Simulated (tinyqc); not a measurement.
Worked calculation: coherent transport through a tight-binding region between two chains. Computed by tinyqc, a small Python program that keeps every step. Settings: temperature = 77, mu = 0.16. Command: `OMP_NUM_THREADS=1 python tinyqc.py 22025 22026 out.jsonl` (the two numbers bound the seeds that draw the settings). One thread of a shared host (Intel(R) Xeon(R) Processor @ 2.60GHz), about 0.08 s of CPU time with the checks.

## Transmission at E = -0.73 eV

H of the central region (eV):
```
,1,2
1,0.000000,-1.660000
2,-1.660000,0.000000
```

Leads: semi-infinite chains with site energy 0:
```
parameter,value
lead hopping t (eV),1.560000
coupling to the left lead (eV),0.220000
coupling to the right lead (eV),0.920000
left contact site,1
right contact site,2
```

E = -0.730000 eV

Surface Green function g = (E - i sqrt(4 t^2 - E^2)) / (2 t^2); self-energy tc^2 g on each contact site; G = (E - H - Sigma)^(-1); Gamma = -2 Im Sigma; T = Gamma_L Gamma_R |G_LR|^2; local density of states -Im G_ii / pi.

g = -0.149984-0.623233i 1/eV

G (1/eV):
```
,1,2
1,0.213331-0.262331i,0.690524-0.118092i
2,0.690524-0.118092i,0.298499-0.063963i
```

local density of states (1/eV): 0.083503  0.020360

transmission = 0.031236

## Transmission across the band

The same steps on a grid of energies.

T(E):
```
E (eV),T
-2.96400000,0.000910
-2.66760000,0.005006
-2.37120000,0.019009
-2.07480000,0.077706
-1.77840000,0.176729
-1.48200000,0.096816
-1.18560000,0.052804
-0.88920000,0.035941
-0.59280000,0.028481
-0.29640000,0.025119
0.00000000,0.024139
0.29640000,0.025119
0.59280000,0.028481
0.88920000,0.035941
1.18560000,0.052804
1.48200000,0.096816
1.77840000,0.176729
2.07480000,0.077706
2.37120000,0.019009
2.66760000,0.005006
2.96400000,0.000910
```

levels of the isolated region (eV): -1.660000  1.660000

## Current

I = (2e/h) int T(E) [f(E - mu - V/2) - f(E - mu + V/2)] dE at 77 K with mu = 0.16 eV, the bias not changing H; 2e^2/h = 77.48092 microsiemens; the integral runs over the band on 4001 points.

Current:
```
V (volt),I (microampere)
0.010000,0.018921
0.050000,0.094614
0.100000,0.189283
0.200000,0.379009
0.400000,0.761598
0.800000,1.552885
```
